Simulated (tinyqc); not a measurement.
Inside a calculation. Method: Hubbard chain of 6 sites. Computed by tinyqc, a small Python program that keeps every step. Settings: hopping = 1.59, U = 7.1, mixing = 1, iteration cap = 85. Command: `OMP_NUM_THREADS=1 python tinyqc.py 21110 21111 out.jsonl` (the two numbers bound the seeds that draw the settings). One thread of a shared host (Intel(R) Xeon(R) Processor @ 2.60GHz), about 0.2 s of CPU time with the checks. Later iterations appear only in the table of the cycle.

## Mean-field iteration 1

one-body matrix (hopping and site energies) (eV), order 1, 2, 3, 4, 5, 6:
$$\begin{pmatrix}
0.710000 & -1.590000 & 0.000000 & 0.000000 & 0.000000 & 0.000000 \\
-1.590000 & -0.190000 & -1.590000 & 0.000000 & 0.000000 & 0.000000 \\
0.000000 & -1.590000 & 0.130000 & -1.590000 & 0.000000 & 0.000000 \\
0.000000 & 0.000000 & -1.590000 & -0.710000 & -1.590000 & 0.000000 \\
0.000000 & 0.000000 & 0.000000 & -1.590000 & 0.730000 & -1.590000 \\
0.000000 & 0.000000 & 0.000000 & 0.000000 & -1.590000 & -0.430000
\end{pmatrix}$$

U = 7.100000 eV

electrons, up and down: [3, 3]

mixing = 1

n(up) at the start (a guess, not normalised): 1 0.550000, 2 0.450000, 3 0.550000, 4 0.450000, 5 0.550000, 6 0.450000

n(down) at the start (a guess): 1 0.450000, 2 0.550000, 3 0.450000, 4 0.550000, 5 0.450000, 6 0.550000

H(up) = T + U n(down), H(down) = T + U n(up); fill the lowest levels; n(new) = n + mixing (n(out) - n); E = tr T (rho up + rho down) + U sum n_up n_down of the output.

levels, up (eV): [0.609392, 1.717585, 2.851244, 4.255681, 5.709912, 6.396185]

levels, down (eV): [0.498852, 1.554181, 2.456584, 4.638370, 5.880138, 6.511875]

energy = 0.012295 eV

n(up) after iteration 1: 1 0.418039, 2 0.519894, 3 0.485604, 4 0.563090, 5 0.439863, 6 0.573510

n(down) after iteration 1: 1 0.200303, 2 0.674398, 3 0.301236, 4 0.743763, 5 0.282260, 6 0.798040

## Mean-field iteration 2

As before.

levels, up (eV): [0.415409, 1.331921, 2.118455, 5.035006, 5.972750, 6.666459]

levels, down (eV): [0.667128, 1.654492, 2.878447, 4.288183, 5.632306, 6.419444]

energy = 0.920484 eV

n(up) after iteration 2: 1 0.851812, 2 0.245795, 3 0.783068, 4 0.238141, 5 0.742000, 6 0.139183

n(down) after iteration 2: 1 0.452258, 2 0.523910, 3 0.469943, 4 0.553852, 5 0.467938, 6 0.532098

## Convergence

Each step fills the lowest levels of T + U n(other spin) and sets n(new) = n + mixing (n(out) - n); stop when output and input agree to 1e-8.

Course of the cycle:
```
iteration       E (eV)  largest |n(out) - n(in)|  mean |n_up - n_down|
1           0.01229549                  2.50e-01              0.186569
2           0.92048435                  4.34e-01              0.328914
3           1.79830851                  4.83e-01              0.315679
4           3.73121650                  5.53e-01              0.342466
5           5.12629480                  7.55e-01              0.192183
6           9.61926919                  8.32e-01              0.113564
7           9.07764859                  8.80e-01              0.034277
8          12.63483948                  8.90e-01              0.013466
9          10.07892524                  8.95e-01              0.003244
10         13.05863865                  8.96e-01              0.001182
11         10.18266506                  8.96e-01              0.000277
...                ...                       ...                   ...
75         10.19245267                  8.96e-01                     0
76         13.10037251                  8.96e-01                     0
77         10.19245267                  8.96e-01                     0
78         13.10037251                  8.96e-01                     0
79         10.19245267                  8.96e-01                     0
80         13.10037251                  8.96e-01                     0
81         10.19245267                  8.96e-01                     0
82         13.10037251                  8.96e-01                     0
83         10.19245267                  8.96e-01                     0
84         13.10037251                  8.96e-01                     0
85         10.19245267                  8.96e-01                     0
```

Not converged within 85 iterations: the residual has stopped falling: the iteration swings between two states. The lowest mean-field energy found from random starts is -3.22136 eV. Reruns (cap 100 unless said): mixing 0.2: not converged; mixing 0.5: converged in 45 (E = -3.22136); mixing 0.9: converged in 22 (E = -3.22136); the original settings with a cap of 400: not converged.

## Exact diagonalisation (400 states)

Lowest levels of the sector, and the double occupancy of the lowest state.

lowest levels (eV): [-4.357073, -3.760156, -3.076162, -2.827055, -2.600784, -2.406273]

double occupancy per site = 0.080981

## The lowest level by Lanczos steps

From a random start vector (not printed): a_j = <q_j|H|q_j>, b_j = norm of the remainder after orthogonalising; the Ritz value is the lowest eigenvalue of the tridiagonal matrix of a and b so far.

Lanczos:
```
j    a_j (eV)  b_j (eV)  lowest Ritz value (eV)
1    8.055142  7.478521              8.05514208
2    8.891142  8.168564              0.98294898
3   11.667464  9.200899             -1.76838288
4   11.458676  7.783675             -3.28507141
5   11.349328  7.444157             -3.92868148
6   13.807208  8.621444             -4.13870061
7   13.018965  8.445410             -4.22963200
8   10.483492  7.815249             -4.28786368
9   12.041572  7.102558             -4.32736336
10  12.711620  6.965979             -4.34408253
```
